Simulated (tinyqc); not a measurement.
Which input was changed? Model: Holstein polaron on two sites. Computed by tinyqc, a small Python program. Command: `OMP_NUM_THREADS=1 python tinyqc.py 3001286 3001287 out.jsonl holstein which`. One thread of a shared host (Intel(R) Xeon(R) Processor @ 2.30GHz), about 0.1 s of CPU time with the checks.

One electron on sites 1 and 2: H = -t (c1+ c2 + c2+ c1) + hbar omega sum_i b_i+ b_i - g hbar omega sum_i n_i (b_i + b_i+). The symmetric phonon shifts the energy by -g^2 hbar omega/2 and drops out; with b = (b_1 - b_2)/sqrt(2) there remains H = -t sigma_x + hbar omega b+ b - (g hbar omega/sqrt(2)) sigma_z (b + b+). Parity splits it into blocks p = +1 and -1 over phonon numbers n. Zero-point energies are left out. Weights Z refer to mode b alone; the displaced symmetric mode multiplies the full zero-phonon weight by exp(-g^2/2).

Inputs (values chosen for the exercise, for a model dimer): hopping t = 90 meV; phonon energy hbar omega = 129 meV; coupling g = 0.872.

Method. Block p: H_nn = n hbar omega - p t (-1)^n - g^2 hbar omega/2, H_(n,n+1) = -(g hbar omega/sqrt(2)) sqrt(n + 1). Use 60 levels in both blocks; Z = c_0^2 is the weight of n = 0 in the ground state c; the splitting is the lowest odd level less the lowest even one, which without coupling is the smaller of 2t and hbar omega; <sigma_x> = sum (-1)^n c_n^2 measures the kinetic energy.

Problem. One of these inputs alone was changed, within the range given: hopping t (45 to 180); phonon energy hbar omega (64.5 to 258); coupling g (0.436 to 1.744). Which one, and to what value?

Results:
```
run,ground-state energy (meV),splitting (meV),<sigma_x>
before,-161.6384,66.74998,0.8511224
after,-170.9486,69.14913,0.8340629
```

Solution.

Each candidate set to reproduce ground-state energy, and what it then gives:
```
candidate,range searched,value needed,splitting (meV),<sigma_x>
hopping t (meV),45 to 180,100.8,71.541,0.86897
phonon energy hbar omega (meV),64.5 to 258,143.0,69.149,0.83406
coupling g,0.436 to 1.744,0.9250,62.169,0.83018
```

Only phonon energy hbar omega fits every result: it went from 129 to 143 meV. The next best candidate, hopping t, misses one result by 4.2 %.

Caution: with hbar omega below 2t the lowest odd level starts as a one-phonon state, so the splitting here is a softened phonon and not a narrowed hopping.
